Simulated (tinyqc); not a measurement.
Gated graphene, quantum capacitance: effect of the gate voltage.

phi is the Fermi level above the Dirac point, in volts; Vg is counted from the gate voltage of charge neutrality. Ideal linear bands, no charge puddles.

N0 = (2/pi)(kB T/(hbar vF))^2; n = N0 F1(phi/Vt), p = N0 F1(-phi/Vt), F1(e) = int_0^infinity u du/(1 + exp(u - e)) = -Li2(-exp(e)); Cq = q d(n - p)/dphi = (q N0/Vt) ln[2 (1 + cosh(phi/Vt))]. Cox = eps0 eox/tox; Vg = phi + q (n - p + Dit phi)/Cox. 1/C_G = 1/Cox + 1/(Cq + q Dit); dphi/dVg = Cox/(Cox + Cq + q Dit).

Values chosen for this exercise; values close to those of graphene: temperature T = 300 K; relative permittivity of the gate insulator (close to silicon dioxide) eox = 3.9; insulator thickness tox = 9.6 nm; Fermi velocity vF = 1.11e6 m/s; density of traps Dit = 4.1e11 cm^-2 eV^-1.

Constants: q = 1.602176634e-19 C, kB = 1.380649e-23 J/K, hbar = 1.054571817e-34 J s, Vt = kB T/q, eps0 = 8.8541878128e-14 F/cm where lengths are in cm. Results are converted to the units shown.

The same in every row: Cox (uF/cm^2) = 0.3597.

Result of one run:
```
Vg (V)   phi (V)  n - p (cm^-2)  Cq (uF/cm^2)  C_G (uF/cm^2)  dphi/dVg  n + p (cm^-2)
0.03    0.009670       4.168e10        0.7020         0.2449    0.3191       1.367e11
```

What becomes of these results when the gate voltage Vg is changed from 0.03 to 1.03 V, all else the same?

Result of the changed run:
```
Vg (V)  phi (V)  n - p (cm^-2)  Cq (uF/cm^2)  C_G (uF/cm^2)  dphi/dVg  n + p (cm^-2)
1.03     0.1703       1.860e12         3.255         0.3245   0.09772       1.860e12
```

The whole series:
```
Vg (V)   phi (V)  n - p (cm^-2)  Cq (uF/cm^2)  C_G (uF/cm^2)  dphi/dVg  n + p (cm^-2)
-0.3    -0.07637      -4.707e11         1.510         0.2928    0.1859       4.789e11
-0.13   -0.03900      -1.883e11        0.9426         0.2651    0.2629       2.218e11
0.03    0.009670       4.168e10        0.7020         0.2449    0.3191       1.367e11
0.2      0.05600       3.003e11         1.177         0.2790    0.2244       3.181e11
0.37     0.08870       5.952e11         1.726         0.2996    0.1672       6.003e11
0.53      0.1130       8.900e11         2.171         0.3099    0.1385       8.920e11
0.7       0.1348       1.214e12         2.581         0.3167    0.1196       1.215e12
0.87      0.1540       1.544e12         2.945         0.3213    0.1067       1.545e12
1.03      0.1703       1.860e12         3.255         0.3245   0.09772       1.860e12
1.2       0.1863       2.200e12         3.560         0.3272   0.09026       2.200e12
```

As Vg goes from -0.3 to 1.2, Cq goes from 1.51 through a minimum of 0.702 (at Vg = 0.03 among the rows listed) to 3.56 uF/cm^2, C_G/Cox goes from 0.814 through a minimum of 0.681 (at Vg = 0.03 among the rows listed) to 0.910 and n - p rises from -4.71e11 to 2.20e12 cm^-2. Cq exceeds Cox in every row, so the insulator is the tighter limit, though Cq still cuts C_G by up to 32 %. At neutrality Cq is (q N0/Vt) ln 4 = 0.685 uF/cm^2, and far from it Cq grows as |phi|.

Program tinyqc, `OMP_NUM_THREADS=1 python tinyqc.py 2200054 2200055 out.jsonl`; Intel Xeon 2.30GHz, shared host, one thread, about 0.01 s.
